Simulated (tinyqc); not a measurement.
Inside a calculation. Method: Hueckel theory of the pi electrons, for the molecule C=Cc1cccc2c(Cl)ccc-2c1 (SMILES; centres numbered as the heavy atoms are written). One step of it, computed by the program tinyqc.

Problem. Energy, charges, bond orders. E = sum n x; q_r = z_r - P_rr; bond order p = P_rs; free valence = sqrt(3) - sum of p over the bonds of the atom.

x values: 2.390173  2.085713  1.810107  1.448222  0.974853  0.830424  0.392920  -0.394499  -0.567894  -1.175339  -1.642953  -2.003016  -2.138711

occupations: 2.000000  2.000000  2.000000  2.000000  2.000000  2.000000  2.000000  0.000000  0.000000  0.000000  0.000000  0.000000  0.000000

charge and bond-order matrix P, lower triangle:
```
            1C         2C         3C         4C         5C         6C         7C         8C
1C    0.998148
2C    0.901204   1.001562
3C    0.003414   0.420276   0.993589
4C   -0.233713  -0.006676   0.580591   0.874310
5C   -0.010090  -0.073398   0.017916   0.658124   0.993795
6C    0.160315   0.014502  -0.216795   0.137401   0.652274   0.858536
7C    0.024591   0.016918  -0.054375  -0.222645   0.002141   0.591614   1.036605
8C   -0.142100   0.021451   0.171327   0.010132  -0.220898   0.018843   0.592441   1.149038
9Cl   0.025979  -0.006044  -0.029331   0.001840   0.037185  -0.017667  -0.064970   0.101420
10C  -0.013792   0.014786   0.020155   0.172319   0.011588  -0.212827  -0.065175   0.652527
11C   0.156886  -0.015088  -0.207837   0.021611   0.180389  -0.072430  -0.231849  -0.188782
12C  -0.001296  -0.065737   0.005244  -0.199767  -0.062407   0.161368   0.393229  -0.223089
13C  -0.247215   0.002118   0.601754   0.143871  -0.220930  -0.188362   0.165503  -0.077829

           9Cl        10C       11C       12C       13C
9Cl   1.987577
10C  -0.074976   1.056171
11C   0.015414   0.654968  1.165845
12C   0.028558  -0.079108  0.589266  1.031979
13C   0.015491  -0.223616  0.018876  0.605045  0.852845
```

Centres:

| centre | z_r, pi electrons of the neutral centre | h |
|---|---|---|
| 1C | 1 | 0.000000 |
| 2C | 1 | 0.000000 |
| 3C | 1 | 0.000000 |
| 4C | 1 | 0.000000 |
| 5C | 1 | 0.000000 |
| 6C | 1 | 0.000000 |
| 7C | 1 | 0.000000 |
| 8C | 1 | 0.000000 |
| 9Cl | 2 | 2.010000 |
| 10C | 1 | 0.000000 |
| 11C | 1 | 0.000000 |
| 12C | 1 | 0.000000 |
| 13C | 1 | 0.000000 |

Bonds:

| i | j | k |
|---|---|---|
| 1 | 2 | 1 |
| 2 | 3 | 1 |
| 3 | 4 | 1 |
| 4 | 5 | 1 |
| 5 | 6 | 1 |
| 6 | 7 | 1 |
| 7 | 8 | 1 |
| 8 | 9 | 0.410000 |
| 8 | 10 | 1 |
| 10 | 11 | 1 |
| 11 | 12 | 1 |
| 12 | 13 | 1 |
| 13 | 3 | 1 |
| 12 | 7 | 1 |

Give: pi energy = 14 alpha + this times beta; pi charges; Bond orders and lengths from R = 1.517 - 0.180 p; free valence of the carbons; gap between the highest filled and the next level.

Solution.

pi energy = 14 alpha + this times beta = 19.865

pi charges: 1C 0.002, 2C -0.002, 3C 0.006, 4C 0.126, 5C 0.006, 6C 0.141, 7C -0.037, 8C -0.149, 9Cl 0.012, 10C -0.056, 11C -0.166, 12C -0.032, 13C 0.147

Bond orders and lengths from R = 1.517 - 0.180 p (angstrom, C-C alone):

| bond | p | R |
|---|---|---|
| 1-2 | 0.901 | 1.355 |
| 2-3 | 0.420 | 1.441 |
| 3-4 | 0.581 | 1.412 |
| 4-5 | 0.658 | 1.399 |
| 5-6 | 0.652 | 1.400 |
| 6-7 | 0.592 | 1.411 |
| 7-8 | 0.592 | 1.410 |
| 8-9 | 0.101 | - |
| 8-10 | 0.653 | 1.400 |
| 10-11 | 0.655 | 1.399 |
| 11-12 | 0.589 | 1.411 |
| 12-13 | 0.605 | 1.408 |
| 13-3 | 0.602 | 1.409 |
| 12-7 | 0.393 | 1.446 |

free valence of the carbons: 1C 0.831, 2C 0.411, 3C 0.129, 4C 0.493, 5C 0.422, 6C 0.488, 7C 0.155, 8C 0.386, 10C 0.425, 11C 0.488, 12C 0.145, 13C 0.525

gap between the highest filled and the next level = 0.787 |beta|
